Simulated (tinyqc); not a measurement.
Worked calculation: extended Hueckel theory, for H4. One step of it, computed by the program tinyqc.

Question. Mulliken analysis. P = C n C^T; charge = valence electrons (H 1) minus the sum of (P S)_ii on the atom; overlap population = 2 sum P_ij S_ij between two atoms.

coefficients, order 1H 1s, 2H 1s, 3H 1s, 4H 1s:
```
[[0.282879, 0.580646, 0.751853, -0.612572],
 [0.421690, 0.302839, -0.504359, 1.174510],
 [0.421690, -0.302839, -0.504359, -1.174510],
 [0.282879, -0.580646, 0.751853, 0.612572]]
```

occupations: [2.000000, 2.000000, 0.000000, 0.000000]

overlap S, order 1H 1s, 2H 1s, 3H 1s, 4H 1s:
```
[[1.000000, 0.488058, 0.126857, 0.022507],
 [0.488058, 1.000000, 0.526667, 0.126857],
 [0.126857, 0.526667, 1.000000, 0.488058],
 [0.022507, 0.126857, 0.488058, 1.000000]]
```

Give: charges; Overlap populations.

Answer.

charges: [-0.096, 0.096, 0.096, -0.096]

Overlap populations:
```
pair      value
2-1    0.576161
3-1   -0.028697
3-2    0.181408
4-1   -0.023148
4-2   -0.028697
4-3    0.576161
```
